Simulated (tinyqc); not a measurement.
What moves the results: three-level Kane dispersion of a narrow-gap semiconductor. A value that a table varies takes the place of the one given here.

Zero of energy at Gamma8, c = hbar^2/2m0, P^2 = Ep c. The free-electron term and remote bands are left out, so the heavy holes are flat at E = 0 and the other three bands obey E (E - Eg)(E + Dso) = P^2 k^2 (E + 2 Dso/3). The conduction band is the highest root; its edge is Ec = max(Eg, 0).

Degenerate electrons at T = 0: kF = (3 pi^2 n)^(1/3), 1 cm^-3 = 1e-24 angstrom^-3; EF is the highest root at kF. The momentum (cyclotron, optical) mass is m(E) = hbar^2 k/(dE/dk) = c d(k^2)/dE with d(k^2)/dE = k^2 [1/E + 1/(E - Eg) + 1/(E + Dso) - 1/(E + 2 Dso/3)]; the density of states is k d(k^2)/dE/(2 pi^2).

Edge mass m0* = 3 |Eg|/(2 Ep).
Constants: hbar^2/2m0 = 3.80998211 eV angstrom^2.

Values chosen for the exercise (near those of grey Sn; the results hold for these values, not for the real material):

| symbol | value | unit | meaning |
|---|---|---|---|
| Eg | -0.407 | eV | E(Gamma6) - E(Gamma8) |
| Dso | 0.81 | eV | spin-orbit splitting |
| Ep | 22.6 | eV | Kane energy |
| k | 0.024 | 1/angstrom | wave vector |
| n | 4.5e+17 | cm^-3 | electron density |

## Filling the band

n from 1e15 to 1e19 cm^-3. The last column is the local power d ln(EF - Ec)/d ln n = kF^2/(1.5 (EF - Ec) d(k^2)/dE).

Results:

| n (cm^-3) | kF (1/angstrom) | EF - Ec (meV) | parabolic (meV) | m(EF) | m(EF)/m0* | power |
|---|---|---|---|---|---|---|
| 1.0e+15 | 0.00309 | 1.3 | 1.3 | 0.0271 | 1.00 | 0.665 |
| 1.0e+16 | 0.00667 | 6.2 | 6.3 | 0.0276 | 1.02 | 0.659 |
| 3.0e+16 | 0.00961 | 12.7 | 13.0 | 0.0283 | 1.05 | 0.652 |
| 1.0e+17 | 0.01436 | 27.7 | 29.1 | 0.0297 | 1.10 | 0.636 |
| 3.0e+17 | 0.02071 | 55.0 | 60.5 | 0.0324 | 1.20 | 0.612 |
| 1.0e+18 | 0.03094 | 112.2 | 135.0 | 0.0379 | 1.40 | 0.572 |
| 3.0e+18 | 0.04462 | 205.5 | 280.8 | 0.0466 | 1.72 | 0.528 |
| 1.0e+19 | 0.06665 | 376.9 | 626.6 | 0.0623 | 2.31 | 0.481 |

The power falls from 0.665 to 0.481: 2/3 marks a parabola, 1/3 a linear band. The parabola is within 10 % up to n = 1.0e+17 cm^-3. The mass has doubled by n = 1.0e+19 cm^-3 and ends at 2.3 times its edge value. Side valleys are left out; where they lie low (GaSb, grey Sn: about 0.1 eV) they take the electrons long before the last rows.

## Closing and inverting the gap

Eg is varied at fixed k, Dso and Ep. Edge mass: Eg (Eg + Dso)/(Ep (Eg + 2 Dso/3)) for Eg > 0, 3 |Eg|/(2 Ep) for Eg < 0. The Gamma6 weight of the conduction state is 1/(1 + P^2 k^2 [(2/3)/E^2 + (1/3)/(E + Dso)^2]).

Results:

| Eg (eV) | m0* | highest root (eV) | middle (eV) | lowest (eV) | E - Ec (meV) | Gamma6 weight |
|---|---|---|---|---|---|---|
| -0.400 | 0.02655 | 0.0728 | -0.4326 | -0.8502 | 72.8 | 0.138 |
| -0.200 | 0.01327 | 0.1123 | -0.2847 | -0.8376 | 112.3 | 0.275 |
| -0.080 | 0.00531 | 0.1531 | -0.2099 | -0.8332 | 153.1 | 0.412 |
| -0.020 | 0.00133 | 0.1802 | -0.1788 | -0.8314 | 180.2 | 0.491 |
| 0.020 | 0.00131 | 0.2009 | -0.1605 | -0.8304 | 180.9 | 0.545 |
| 0.080 | 0.00508 | 0.2359 | -0.1369 | -0.8290 | 155.9 | 0.621 |
| 0.200 | 0.01208 | 0.3185 | -0.1017 | -0.8268 | 118.5 | 0.747 |
| 0.400 | 0.02278 | 0.4815 | -0.0675 | -0.8240 | 81.5 | 0.868 |

The edge mass vanishes with |Eg| from both sides, yet the kinetic energy at this k stays finite, at most 180.9 meV in the table; at Eg = 0 the two-level form, without the split-off band, gives the linear value sqrt(2/3) P k = 181.8 meV. The Gamma6 weight of the conduction state goes smoothly from 0.14 to 0.87 and is 0.49 and 0.54 in the two rows next to Eg = 0: at finite k nothing jumps at the inversion.

## What each parameter does

Edge mass, EF - Ec and m(EF). Each row changes one parameter from the base and keeps the others.

Results:

| case | m0* (m0) | EF - Ec (meV) | m(EF) (m0) |
|---|---|---|---|
| base | 0.02701 | 70.29 | 0.03387 |
| n = 9e+17 cm^-3 | 0.02701 | 105.66 | 0.03725 |
| Eg = -0.3459 eV | 0.02296 | 79.26 | 0.03100 |
| Dso = 0.6885 eV | 0.02701 | 70.68 | 0.03355 |
| Ep = 25.99 eV | 0.02349 | 79.65 | 0.03023 |

The largest shifts from the base row, up to three for each result and ties (the steps differ in size, so this ranks the rows, not the parameters). m0* (m0): Eg -0.00406, Ep -0.00352; unchanged at the printed digits by n and Dso. EF - Ec (meV): n +35.37, Ep +9.36, Eg +8.97. m(EF) (m0): Ep -0.00364, n +0.00338, Eg -0.00287.

Run: tinyqc, `OMP_NUM_THREADS=1 python tinyqc.py 1081229 1081230 out.jsonl`; Intel(R) Xeon(R) Processor @ 2.30GHz, one thread, shared host; about 0.01 s of CPU time with all checks.
